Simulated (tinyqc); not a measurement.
p-n diode with diffusion and depletion-layer recombination: two steps of the calculation.

Abrupt junction in the depletion approximation, low injection, full ionisation, neutral widths fixed, ohmic contact on the p side. Vj is the junction voltage; where a series resistance Rs is given, V = Vj + J Rs is the terminal voltage.

Values chosen for this exercise; band and dielectric values those of a made-up semiconductor:
```
symbol,value,unit,meaning
T,300,K,temperature
Eg,0.917,eV,band gap
eps_r,14.4,,relative permittivity
Nc,2.75e19,cm^-3,conduction-band density of states at T
Nv,2.11e19,cm^-3,valence-band density of states at T
Na,2.7e17,cm^-3,acceptor density
Nd,4.1e16,cm^-3,donor density
tn,6e-6,s,electron lifetime
tp,2e-6,s,hole lifetime
Rs,0.00093,ohm cm^2,series resistance
Et,0,eV,trap level above the intrinsic level
Vj,0.46,V,junction voltage at which recombination is evaluated
V,0.46,V,terminal voltage
```

Constants: q = 1.602176634e-19 C, kB = 1.380649e-23 J/K, Vt = kB T/q, eps0 = 8.8541878128e-14 F/cm where lengths are in cm. Results are converted to the units shown.

Problem 1. Recombination in the depleted layer. ni = sqrt(Nc Nv) exp(-Eg/(2 Vt)), Eg in volts. Vbi = Vt ln(Na Nd/ni^2), W = sqrt(2 eps0 eps_r (Vbi - Vj)(1/Na + 1/Nd)/q), xp = W Nd/(Na + Nd), xn = W Na/(Na + Nd); u(x) = q Na (x + xp)^2/(2 eps0 eps_r) for x < 0 and Vbi - Vj - q Nd (xn - x)^2/(2 eps0 eps_r) for x > 0; p = Na exp(-u/Vt), n = Nd exp((u - Vbi + Vj)/Vt); U = ni^2 (exp(Vj/Vt) - 1)/(tp (n + ni exp(Et/Vt)) + tn (p + ni exp(-Et/Vt))); J_scr = q times the integral of U from -xp to xn. Trapezoid rule on 16 equal steps.

Find: W; x; u; n; p; U; J_scr.

Solution 1.

W = 88.73 nm
x, point 0 to 16 (nm): [-11.70, -6.15, -0.61, 4.94, 10.48, 16.03, 21.58, 27.12, 32.67, 38.21, 43.76, 49.30, 54.85, 60.39, 65.94, 71.49, 77.03]
u, point 0 to 16 (V): [0.0000, 0.0052, 0.0209, 0.0422, 0.0620, 0.0802, 0.0968, 0.1119, 0.1254, 0.1372, 0.1475, 0.1563, 0.1634, 0.1689, 0.1729, 0.1753, 0.1761]
n, point 0 to 16 (cm^-3): [4.518e13, 5.529e13, 1.013e14, 2.310e14, 4.970e14, 1.006e15, 1.914e15, 3.426e15, 5.768e15, 9.134e15, 1.360e16, 1.906e16, 2.511e16, 3.112e16, 3.627e16, 3.976e16, 4.100e16]
p, point 0 to 16 (cm^-3): [2.700e17, 2.207e17, 1.204e17, 5.281e16, 2.455e16, 1.213e16, 6.374e15, 3.561e15, 2.115e15, 1.336e15, 8.967e14, 6.401e14, 4.859e14, 3.921e14, 3.364e14, 3.068e14, 2.976e14]
U, point 0 to 16 (cm^-3 s^-1): [7.530e18, 9.214e18, 1.688e19, 3.845e19, 8.228e19, 1.631e20, 2.900e20, 4.323e20, 5.035e20, 4.641e20, 3.743e20, 2.907e20, 2.296e20, 1.889e20, 1.636e20, 1.499e20, 1.456e20]
J_scr = 3.086e-4 A/cm^2

Problem 2. New Vj. Diffusion current alone: J = J0 (exp(Vj/Vt) - 1), g = Vj + J Rs - V, g' = 1 + Rs J0 exp(Vj/Vt)/Vt, Vj(new) = Vj - g/g'.

Vj after iteration 1 = 0.45999768 V
J0 = J0n + J0p = 3.4561768e-8 A/cm^2

Give: J; g; g'; Vj after iteration 2.

Solution 2.

J = 1.846 A/cm^2
g = 0.001714 V
g' = 1.066
Vj after iteration 2 = 0.4584 V

Numbers from tinyqc (`OMP_NUM_THREADS=1 python tinyqc.py 2260125 2260126 out.jsonl`; about 0.01 s on one thread of a shared Intel Xeon 2.30GHz).
